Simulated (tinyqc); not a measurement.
Ratio and sensitivities against delay: time-domain thermoreflectance: layered heat flow under a modulated pulse train, and what the signal ratio measures. Computed by tinyqc, a small Python program. Command: `OMP_NUM_THREADS=1 python tinyqc.py 3112699 3112700 out.jsonl tdtr walk`. One thread of a shared host (Intel(R) Xeon(R) Processor @ 2.30GHz), about 0.1 s of CPU time with the checks.

Pulses repeat at 80 MHz; heat is laid down at the surface, all layers are isotropic.

Inputs (values chosen for the exercise, modelled on aluminium on silicon):

| quantity | value | unit |
|---|---|---|
| metal thickness d | 110 | nm |
| metal conductivity | 140 | W/(m K) |
| metal heat capacity | 2.42 | MJ/(m^3 K) |
| boundary conductance G under the metal | 79 | MW/(m^2 K) |
| substrate conductivity kappa | 141 | W/(m K) |
| substrate heat capacity C | 1.62 | MJ/(m^3 K) |
| modulation frequency f | 1 | MHz |
| spot radius w (1/e^2, pump and probe) | 3.8 | micrometre |

Stack: metal, substrate.

Method:
- For radial wave number k and angular frequency W each layer has u = sqrt(4 pi^2 k^2 + i W C/kappa) and gamma = kappa u. Surface impedance from below: Z = 1/gamma for the substrate; a layer of thickness L maps Z to (Z + tanh(u L)/gamma)/(1 + gamma Z tanh(u L)); a boundary adds 1/G.
- Response per absorbed watt H(W) = 2 pi int_0^(2/w) Z(k, W) exp(-pi^2 k^2 w^2) k dk by 20 Gauss-Legendre points.
- Signal: X + iY = sum_(m = -M..M) H(2 pi (f + m f_r)) exp(i 2 pi m f_r t) exp(-pi (m/M)^2 x 4), f_r = 80 MHz, M = 4000, with H(-W) the complex conjugate of H(W); V_in = X, V_out = Y, ratio = -V_in/V_out.
- Sensitivity S = ln(ratio'/ratio)/ln(1.01) for a rise of one input by 1 %.

Ratio and sensitivities:

| t (ps) | ratio | S to kappa | S to G | S to d | S to C | S to w |
|---|---|---|---|---|---|---|
| 100 | 10.636 | 0.92041 | 0.03089 | -0.67456 | -0.11867 | -1.1481 |
| 200 | 10.202 | 0.91031 | 0.00860 | -0.76605 | -0.12033 | -1.1350 |
| 400 | 9.661 | 0.89403 | -0.03093 | -0.71030 | -0.12316 | -1.1138 |
| 800 | 8.734 | 0.86337 | -0.09837 | -0.60551 | -0.13020 | -1.0759 |
| 1500 | 7.459 | 0.81487 | -0.19059 | -0.45043 | -0.14469 | -1.0198 |
| 2500 | 6.140 | 0.75374 | -0.28247 | -0.27518 | -0.16706 | -0.9545 |
| 4000 | 4.822 | 0.67386 | -0.35951 | -0.08639 | -0.19958 | -0.8760 |

The largest sensitivity in size at 100 ps is to w (-1.15). At 400 ps an error of 3 % in d passes on as 2 % in kappa.

Extremes, crossings and ranges named in words are read from the listed rows.
